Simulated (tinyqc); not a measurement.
Sputter depth profiling of a dopant layer: erosion rate, quantification and the mixing-roughness response. Changing the level that defines the junction C_B. Computed by tinyqc, a small Python program. Command: `OMP_NUM_THREADS=1 python tinyqc.py 3009422 3009423 out.jsonl sims sweep`. One thread of a shared host (Intel(R) Xeon(R) Processor @ 2.30GHz), about 0.03 s of CPU time with the checks.

A rastered ion beam erodes silicon (49.94 atoms per nm^3). The measured profile is the true one convolved with a depth response.

Inputs (values chosen for the exercise, modelled on a dopant in silicon under an oxygen or caesium beam): beam energy E = 6.4 keV; beam current = 180 nA; raster side = 500 um; sputter yield at 1 keV = 1.1; mixing length at 1 keV = 1.6 nm; roughness sigma = 1.1 nm; depth of the layer z0 = 44 nm; sheet density Q = 2.4e+13 1/cm^2; relative sensitivity factor RSF = 3.8e+21 1/cm^3; matrix count rate = 1.3e+06 1/s; background count rate = 3.6 1/s; counting time per point = 1 s.

True profile: delta layer.

Constants: e = 1.602176634e-19 C.

Method:
- Scaling chosen for the exercise: yield Y = Y1 E^0.5, mixing length w = w1 E^0.5 (E in keV).
- Erosion rate = Y I/(e x raster^2 x density); depth step = rate x counting time; concentration = RSF x counts/matrix counts; detection limit = RSF x 3 sqrt(background x time)/(matrix rate x time).
- Mixing alone turns a layer at z0 into (1/w) exp(-(z - z0 + w)/w) for z > z0 - w; roughness adds a Gaussian of width sigma. With x = z - z0 + w: g(x) = (1/(2w)) exp(sigma^2/(2 w^2) - x/w) erfc((sigma/w - x/sigma)/sqrt2), and its integral G(x) = (1/2) erfc(-x/(sigma sqrt2)) - w g(x). Measured: Q g(x), 1 nm = 1e-7 cm.
- Find the maximum, the full width at half maximum and the deep point where the profile falls to C_B; far down, the trailing edge decays by w ln(10) per decade.

One run for each value:
```
level that defines the junction C_B (1/cm^3)  apparent junction depth (nm)
1.00e+15                                                            84.587
3.00e+15                                                            80.140
1.00e+16                                                            75.267
3.00e+16                                                            70.820
1.00e+17                                                            65.947
3.00e+17                                                            61.500
1.00e+18                                                            56.626
3.00e+18                                                            52.180
```

What does the table show, and why?

Over the rows, apparent junction depth (nm) falls from 84.6 to 52.2 (exponent d ln y / d ln x -0.049 between the first rows and -0.074 between the last). Each decade down in C_B adds w ln(10) = 9.32 nm in the exponential tail. Left out: 1.00e19 (the peak is near the junction level, or the box is flat-topped).

Caution (rows 1.00e15, 3.00e15, 1.00e16): C_B lies below the detection limit, so this point could not be measured.

Extremes, crossings and ranges named in words are read from the listed rows.
